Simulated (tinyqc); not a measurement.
Inside a calculation. Model: metal-interlayer-semiconductor contact, depinning against tunnelling resistance.

Numbers from tinyqc (`OMP_NUM_THREADS=1 python tinyqc.py 2270108 2270109 out.jsonl`; about 0.04 s on one thread of a shared Intel Xeon 2.30GHz). Printed values are rounded.

Zero bias, n-type semiconductor. Gap states at the semiconductor surface thin out as exp(-be ti), which unpins the barrier; electrons must then cross the interlayer (a rectangular barrier, no voltage drop across it) and the parabolic depleted layer, both by WKB. Energies E are counted from the Fermi level; no image force, parabolic bands.

Inputs (values chosen for the exercise); semiconductor values close to those of gallium arsenide; interlayer mass of the order of that in zinc oxide, offset chosen freely: temperature T = 400 K; band gap Eg = 1.4 eV; relative permittivity eps_r = 12.4; electron affinity chi = 4.01 eV; conduction-band density of states at T Nc = 6.77e17 cm^-3; tunnelling mass in the semiconductor mt = 0.0653 m0; Richardson mass mA = 0.069 m0; donor density Nd = 1.1e19 cm^-3; charge-neutrality level above the valence band E0 = 0.48 eV; pinning factor without interlayer S0 = 0.097; metal work function phiM = 4.01 eV; interlayer thickness ti = 0.9 nm; conduction-band offset of the interlayer above the semiconductor dE = 0.1 eV; tunnelling mass in the interlayer mi = 0.29 m0; decay constant of gap states through the interlayer be = 2.7 1/nm.

Constants: q = 1.602176634e-19 C, kB = 1.380649e-23 J/K, eps0 = 8.8541878128e-12 F/m, hbar = 1.054571817e-34 J s, h = 6.62607015e-34 J s, m0 = 9.1093837015e-31 kg, Vt = kB T/q, hbar^2/(2 m0) = 0.0380998212 eV nm^2. Results are converted to the units shown.

Range of the model: The Fermi level lies over 0.25 eV inside the band, where non-parabolicity lowers it and raises the mass. The depletion charge would drop about 0.19 V across such an interlayer (eps_r near 8.5) at ti = 0.9 nm and Nd = 1.1e19 cm^-3, against a band bending of 0.68 V; this model leaves that drop out.

## Pinning, barrier and scales

S = 1/(1 + (1/S0 - 1) exp(-be ti)); phiB = S (phiM - chi) + (1 - S)(Eg - E0); xi = Ec - EF deep inside, from Nd = Nc F(-xi/Vt), F(x) = (2/sqrt(pi)) int_0^infinity sqrt(u) du/(1 + exp(u - x)); band bending U = phiB - xi; E00 = (hbar/2) sqrt(Nd/(eps0 eps_r mt m0)) in volts; A = 4 pi q mA m0 kB^2/h^3.

S = 0.549584
phiB = 0.414383 eV
xi = -0.263576 eV
U = 0.677959 eV
E00 = 0.0684315 eV
A = 8.29195 A/(cm^2 K^2)

The interlayer moves the barrier from 0.831 eV to 0.414 eV; the unpinned limit is phiM - chi = 0 eV. E00/Vt = 1.99: by the usual rule of thumb (0.5 to 5) thermionic-field emission.

## Exponents and integrand on an energy grid

E, point 0 to 15 (eV): -0.26  -0.21667  -0.17333  -0.13  -0.08667  -0.04333  0  0.04333  0.08667  0.13  0.17333  0.21667  0.26  0.30333  0.34667  0.39

With U = phiB - xi: for xi < E < phiB, y = (E - xi)/U and G1 = (U/E00) [sqrt(1 - y) - y ln((1 + sqrt(1 - y))/sqrt(y))], G1 = 0 above phiB; G2 = 2 ti sqrt(mi max(phiB + dE - E, 0)/C), C = hbar^2/(2 m0); f = 1/(1 + exp(E/Vt)); integrand exp(-G1 - G2) f.

```
point       G1       G2           f  integrand (1e-4)
0      9.70777  4.37007    0.999470           0.00769
1      8.17992  4.24604    0.998141           0.04006
2      7.02665  4.11826    0.993494           0.14355
3      6.04339  3.98641    0.977500           0.43075
4      5.17663  3.85005    0.925146           1.11166
5      4.40070  3.70865    0.778519           2.34112
6      3.70119  3.56167         0.5           3.50552
7      3.06850  3.40836    0.221481           3.40780
8      2.49627  3.24778   0.0748542           2.39667
9      1.98065  3.07888   0.0225003           1.42845
10     1.51895  2.90015  0.00650584           0.78363
11     1.10994  2.70962  0.00185896           0.40781
12     0.75406  2.50469  5.29559e-4           0.20354
13     0.45333  2.28142  1.50711e-4           0.09783
14     0.21283  2.03373  4.28678e-5           0.04534
15     0.04538  1.75142  1.21958e-5           0.02022
```

## Contact resistivity

1/rho_c = (A T^2/Vt^2) I, with I the trapezoid sum of the integrand over the grid.

I = 7.08832e-5 eV
rho_c = 1.2634e-5 ohm cm^2

A fine grid from xi upwards gives rho_c = 1.261e-5 ohm cm^2; the coarse value is 0.17 % above it. The integrand peaks at E = 0.018 eV, and 0.094 % of the current flows above phiB. Tunnelling through the interlayer costs a factor of 32.1 at this barrier height; the bare contact (ti = 0) has rho_c = 5.57e-5 ohm cm^2, so with the interlayer rho_c is 77 % below that.
